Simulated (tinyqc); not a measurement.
What moves the results: hole subbands of a hard-walled well, four-band Luttinger model. A value that a table varies takes the place of the one given here.

Hole energies are counted downwards from the unstrained band edge, c = hbar^2/2m0. After the usual block transformation one block is H = [[P + Q - Zs, R - i S], [R + i S, P - Q + Zs]] in (heavy, light), with P +/- Q = c [(g1 +/- g2) k^2 + (g1 -/+ 2 g2) kz^2], R = sqrt(3) c gR k^2, S = 2 sqrt(3) c g3 k kz, kz = -i d/dz; axial approximation gR = (g2 + g3)/2. Zs = b (e_par - e_perp) is the shear part of the strain (the hydrostatic part shifts all levels alike and is left out). Basis sqrt(2/L) sin(n pi z/L), n = 1 to N, for each component: kz^2 gives (n pi/L)^2 and the heavy-light block is R delta_nm - 2 sqrt(3) c g3 k D_nm with D_nm = 4 n m/(L (n^2 - m^2)) for n + m odd, 0 otherwise. The other block has the same levels. The split-off band is left out.

Constants: hbar^2/2m0 = 3.80998211 eV angstrom^2.

Values chosen for the exercise (near those of AlAs; shifted at random, so the results belong to these values and not to a real crystal):
```
symbol  value                                                    unit        meaning
g1      3.77                                                                 Luttinger gamma1
g2      0.82                                                                 gamma2
g3      1.43                                                                 gamma3
L       125                                                      angstrom    well width along [001]
k       0.0134                                                   1/angstrom  wave vector in the plane
Zlist   (-0.0161, -0.0106, -0.0062, -0.0019, 0, 0.0063, 0.0108)  eV          shear strain energies (negative: tension in the plane, for b < 0)
```

## Which coupling does what

shear strain energy Zs = -0.043301 eV
N = 20, at the given k. Diagonal: R = S = 0. Along [100] and [110] gR is g2 and g3 instead of their mean.

Hole energies (meV):
```
model         E1     E2     E3     E4
diagonal  -28.26  10.80  51.57  66.95
R alone   -28.29  10.76  51.59  66.98
S alone   -28.61   8.85  52.16  59.92
axial     -28.63   8.83  52.18  59.91
[100]     -28.62   8.84  52.17  59.91
[110]     -28.65   8.81  52.20  59.91
```

The couplings move E1 by -0.37 meV: R alone by -0.02, S alone by -0.35, so S matters more at k L/pi = 0.53 (R grows as k^2 and joins equal n, S as k and joins n of opposite parity). Warping spreads E1 by 0.02 meV between [100] and [110], the hole being heavier along [110]; the axial value lies between them.

## Strain

N = 20. dE is the rise of the top subband from k = 0 to k1 = pi/(4L), m1 = c k1^2/dE (dash if dE is not positive), and the heavy weight is taken at k = pi/L.

Top subband:
```
Zs (eV)  HH1 (meV)  LH1 (meV)  dE (meV)  heavy weight  m1 (m0)
-0.0161       21.2       -3.1     0.267         0.071    0.564
-0.0106       15.7        2.4     0.202         0.123    0.744
-0.0062       11.3        6.8     0.095         0.216    1.576
-0.0019        7.0       11.1     0.510         0.430    0.295
0.0000         5.1       13.0     0.535         0.579    0.281
0.0063        -1.2       19.3     0.572         0.886    0.263
0.0108        -5.7       23.8     0.587         0.939    0.256
```

HH1 and LH1 cross at Zs = -2 c g2 (pi/L)^2 = -0.0039 eV; for more negative Zs the light hole is on top. Among the rows with HH1 on top, m1 goes from 0.295 to 0.256 m0 as the splitting widens from 4 to 29 meV, against the unmixed 1/(g1 + g2) = 0.218: compression lightens the holes here. m1 describes the neighbourhood of k = 0 only; where HH1 and LH1 lie close, the band may peak further out.

Run: tinyqc, `OMP_NUM_THREADS=1 python tinyqc.py 1282155 1282156 out.jsonl`; Intel(R) Xeon(R) Processor @ 2.30GHz, one thread, shared host; about 0.1 s of CPU time with all checks.
